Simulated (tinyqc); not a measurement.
Inside a calculation. Model: read current of a NAND string, cells in series solved by shooting.

Computed by the program tinyqc: `OMP_NUM_THREADS=1 python tinyqc.py 2142227 2142228 out.jsonl`, one thread of a shared Intel Xeon 2.30GHz, about 0.6 s for the whole run. Printed values are rounded.

Cells in series, numbered from 0 at the source line (0 V) to the bit line, each followed by a gap resistance Rg. A cell with gate Vg, threshold VT, source Vs and drain Vd passes I = 2 nf K Vt^2 [F(Vs) - F(Vd)]/(1 + th max(Vg - VT, 0)), F(V) = ln^2(1 + exp((Vg - VT - nf V)/(2 nf Vt))). The selected cell has Vg = Vr, the others Vg = Vp.

Inputs (values chosen for the exercise); values of the order met in vertical NAND strings: temperature T = 358 K; gain factor of a cell K = 7.6 uA/V^2; slope factor nf = 1.7; mobility reduction factor th = 0.13 1/V; resistance of the gap between cells Rg = 2.8 kohm; bit-line voltage Vbl = 0.5 V; pass voltage Vp = 6.6 V; read voltage on the selected word line Vr = 2.97 V.

Constants: q = 1.602176634e-19 C, kB = 1.380649e-23 J/K, Vt = kB T/q. Results are converted to the units shown.

## Step 1: node voltages for a trial current

first trial current = 0.68 uA
thresholds from the source end, cell 0 to 4 (V): [-0.5, -0.5, -0.5, 4.3, 2]

For a trial current I start at 0 V and, cell by cell (the selected one is cell 4), solve for the drain: sqrt(F(Vd)) = sqrt(F(Vs) - I/k), k = 2 nf K Vt^2/(1 + th max(Vg - VT, 0)), Vd = [Vg - VT - 2 nf Vt ln(exp(sqrt F) - 1)]/nf, then add I Rg.

node voltage after each cell and gap, trial 1, cell 0 to 4 (V): [0.0262082, 0.0525708, 0.0790907, 0.135846, 0.307794]

## Step 2: node voltages for a trial current

second trial current = 0.8 uA

As before.

node voltage after each cell and gap, trial 2, cell 0 to 4 (V): [0.0308480, 0.0619103, 0.0931918, 0.160986, 0.408509]

## Course of the secant iteration

Secant steps on the end voltage less Vbl, from the two trials; a trial above the saturation current of a cell has no solution and is moved halfway to the previous trial. Stop below 1e-9 V.

Course of the iteration:

| iteration | I (uA) | end voltage - Vbl (V) | halvings |
|---|---|---|---|
| 1 | 0.854505 | -0.0107 | 1 |
| 2 | 0.861707 | 6.96e-3 | 0 |
| 3 | 0.858864 | -4.57e-4 | 0 |
| 4 | 0.859039 | -1.93e-5 | 0 |
| 5 | 0.859047 | 5.39e-8 | 0 |
| 6 | 0.859047 | -6.36e-12 | 0 |

Converged in 6 iterations to I = 0.85905 uA. The selected cell takes 64.8 % of the bit-line voltage and the gaps together 2.41 %.
